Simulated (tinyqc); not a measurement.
# Undoped symmetric double-gate MOSFET, analytic potential model: effects of single changes

An undoped body of thickness ts between two equal insulators and tied gates; long channel, electrons only, n = ni exp((psi - V)/Vt) with V the quasi-Fermi potential (0 at the source, Vd at the drain), constant mobility, no quantisation. Across the body psi(x) = V - 2 Vt ln[(ts/(2 beta)) sqrt(q ni/(2 eps0 eps_r Vt)) cos(2 beta x/ts)], x from the centre. Q is the electron charge per area of the whole body.

Values chosen for this exercise; material values close to those of silicon:

| symbol | value | unit | meaning |
|---|---|---|---|
| T | 293 | K | temperature |
| Eg | 1.1 | eV | band gap |
| eps_r | 11.6 |  | relative permittivity of the semiconductor |
| Nc | 2.67e19 | cm^-3 | conduction-band density of states at T |
| Nv | 2.6e19 | cm^-3 | valence-band density of states at T |
| eox | 7.52 |  | relative permittivity of the gate insulator |
| tox | 1.3 | nm | insulator thickness |
| ts | 6 | nm | body thickness |
| dphi | -0.01 | V | gate work function less that of the intrinsic body |
| mu | 140 | cm^2/(V s) | channel mobility |
| L | 0.2 | um | gate length |
| Vd | 0.1 | V | drain voltage |

Constants: q = 1.602176634e-19 C, kB = 1.380649e-23 J/K, Vt = kB T/q, eps0 = 8.8541878128e-14 F/cm where lengths are in cm. Results are converted to the units shown.

Each table varies one quantity; the others keep the values above.

## Effect of the gate work function less that of the intrinsic body

ni = sqrt(Nc Nv) exp(-Eg/(2 Vt)), Eg in volts; r = eps_r tox/(eox ts); V0 = dphi + 2 Vt ln[(2/ts) sqrt(2 eps0 eps_r Vt/(q ni))]. beta (between 0 and pi/2) solves (Vg - V0 - V)/(2 Vt) = ln(beta) - ln(cos beta) + 2 r beta tan(beta). Q = 8 eps0 eps_r Vt beta tan(beta)/ts; I = mu (1/L)(4 eps0 eps_r/ts)(2 Vt)^2 [g(beta_s) - g(beta_d)] per width, g = beta tan(beta) - beta^2/2 + r beta^2 tan^2(beta), with beta_s at V = 0 and beta_d at V = Vd.  I(low) is taken at Vg = 0.24 V, Qs and I(high) at Vg = 0.99 V.

Results:

| dphi (V) | V0 (V) | I(low) (nA/um) | Qs(high) (nC/cm^2) | I(high) (uA/um) |
|---|---|---|---|---|
| -0.16 | 0.3397 | 113.3 | 5252 | 335.1 |
| -0.11 | 0.3897 | 15.90 | 4787 | 302.9 |
| -0.06 | 0.4397 | 2.199 | 4326 | 271.0 |
| -0.01 | 0.4897 | 0.3037 | 3871 | 239.6 |
| 0.04 | 0.5397 | 0.04192 | 3422 | 208.7 |
| 0.14 | 0.6397 | 7.986e-4 | 2546 | 148.9 |

Estimate the missing row, dphi = 0.09 V.

Computed row:

| dphi (V) | V0 (V) | I(low) (nA/um) | Qs(high) (nC/cm^2) | I(high) (uA/um) |
|---|---|---|---|---|
| 0.09 | 0.5897 | 0.005786 | 2979 | 178.4 |

With this row back in the table: As dphi goes from -0.16 to 0.14 V, I(low) falls from 113 to 7.99e-4 nA/um and I(high) falls from 335 to 149 uA/um. V0 rises from 0.340 to 0.640 V. In every row the surface density at the source at the higher gate voltage passes 0.3 Nc, where Boltzmann statistics fail. In every row the body is thin enough for quantum confinement, left out here, to raise the threshold.

## Effect of the insulator thickness

Same model as above.

The same in every row: V0 (V) = 0.48972.

Effect of the insulator thickness:

| tox (nm) | I(low) (nA/um) | Qs(high) (nC/cm^2) | I(high) (uA/um) |
|---|---|---|---|
| 0.43 | 0.30366 | 10199 | 621.11 |
| 0.62 | 0.30366 | 7417.4 | 454.37 |
| 0.9 | 0.30366 | 5352.0 | 329.64 |
| 1.3 | 0.30366 | 3870.9 | 239.59 |
| 1.9 | 0.30365 | 2765.2 | 171.94 |
| 2.7 | 0.30365 | 2021.2 | 126.17 |
| 3.9 | 0.30364 | 1453.1 | 91.027 |

As tox goes from 0.43 to 3.9 nm, I(low) stays near 0.304 nA/um and I(high) falls from 621 to 91.0 uA/um. On average I(low) is independent of tox and I(high) goes as tox^(-0.87). Below threshold no voltage drops over the insulator in this long-channel model, so its thickness does not matter there. In every row the surface density at the source at the higher gate voltage passes 0.3 Nc, where Boltzmann statistics fail. In every row the body is thin enough for quantum confinement, left out here, to raise the threshold.

## Output curve

Q = 8 eps0 eps_r Vt beta tan(beta)/ts; I = mu (1/L)(4 eps0 eps_r/ts)(2 Vt)^2 [g(beta_s) - g(beta_d)] per width, g = beta tan(beta) - beta^2/2 + r beta^2 tan^2(beta), with beta_s at V = 0 and beta_d at V = Vd.

In this table Vg = 0.79 V.

Output curve:

| Vd (V) | Qd (nC/cm^2) | Qd/Qs | I (uA/um) |
|---|---|---|---|
| 0.06 | 1638 | 0.7709 | 78.93 |
| 0.11 | 1254 | 0.5903 | 129.5 |
| 0.16 | 897.2 | 0.4223 | 167.0 |
| 0.22 | 519.0 | 0.2443 | 196.5 |
| 0.27 | 264.8 | 0.1247 | 210.1 |
| 0.32 | 93.15 | 0.04384 | 216.0 |
| 0.38 | 13.60 | 0.006399 | 217.9 |
| 0.43 | 2.007 | 9.445e-4 | 218.1 |
| 0.48 | 0.2797 | 1.317e-4 | 218.1 |

What does the table show?

The current rises from 78.9 to 218 uA/um, while the charge at the drain end falls from 0.77 to 1.3e-4 of that at the source. The current first comes within 1 % of its last value at Vd = 0.32 V among the rows. Over the last rows Qd falls by a factor of e for each Vt of drain voltage: the drain end is in weak inversion. In every row the surface density at the source passes 0.3 Nc, where Boltzmann statistics fail. In every row the body is thin enough for quantum confinement, left out here, to raise the threshold.

tinyqc, about 0.02 s, one thread, Intel Xeon 2.30GHz (shared host): `OMP_NUM_THREADS=1 python tinyqc.py 2440148 2440149 out.jsonl`
